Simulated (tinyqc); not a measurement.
# Activation energy and ten-year temperature from two bakes

Inverse problem. tr goes as exp(q Ex/(kB T)); ten years are 3.15576e8 s. Find Ex and the temperature T10 at which tr is ten years.

Constants: q = 1.602176634e-19 C, kB = 1.380649e-23 J/K. Results are converted to the units shown.

time to crystallise at 498 and 513 K (s): [12, 2.6803083]

Answer. ln tr is linear in 1/T; the line is extended to ten years.

Ex = 2.200 eV
T10 = 373.5 K

Numbers from tinyqc (`OMP_NUM_THREADS=1 python tinyqc.py 2880019 2880020 out.jsonl`; about 0.01 s on one thread of a shared Intel Xeon 2.30GHz).
